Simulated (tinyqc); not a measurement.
Periodic multilayer mirror for extreme ultraviolet light: one step. Coefficients of one period.

s polarisation, vacuum above. q_j = sqrt(N_j^2 - sin^2 theta); interface r_jk = (q_j - q_k)/(q_j + q_k) exp(-2 (2 pi/lam)^2 q_j q_k sg^2) (Nevot-Croce; sg = 0 if not given); phase factor of a layer x_j = exp(4 pi i q_j d_j/lam). Each period has the spacer (thickness (1 - Gm) L) on top of the absorber (Gm L). In this recursion R is the amplitude; R in tables and results is the reflectance, its squared modulus. The substrate is of the spacer material. Starting with R = 0 in it, each interface upward gives R -> (r + R x)/(1 + r R x), x that of the layer below the interface (1 for the substrate).

Values chosen for the exercise (optical constants near those of Mo and Si at 13.5 nm; not measured data):
- lam = 13.5 nm (wavelength)
- dA = (0.0755, 0.00654) (delta and beta of the absorber, N = 1 - delta + i beta)
- dS = (0.0008, 0.00186) (delta and beta of the spacer and the substrate)
- L = 6.94 nm (period)
- Gm = 0.35 (absorber share of the period)
- theta = 6 degrees (angle from the normal)
- sg = 0.2 nm (interface roughness)

Problem. Form q, the three interface coefficients and the two phase factors.

Give: q; r; x.

Solution.

q: spacer 0.99372+0.00187i, absorber 0.91857+0.00658i

r: vacuum/spacer 0.00040-0.00093i, spacer/absorber 0.03867-0.00260i, absorber/spacer -0.03867+0.00260i

x: spacer -0.50989-0.85113i, absorber -0.47762+0.86172i

One interface reflects only 0.00150. The round-trip phase of a period is -1.9 degrees from a full turn and its amplitude 0.9775.

tinyqc: `OMP_NUM_THREADS=1 python tinyqc.py 1651538 1651539 out.jsonl`; about 0.01 s, one thread, shared Intel(R) Xeon(R) Processor @ 2.30GHz.
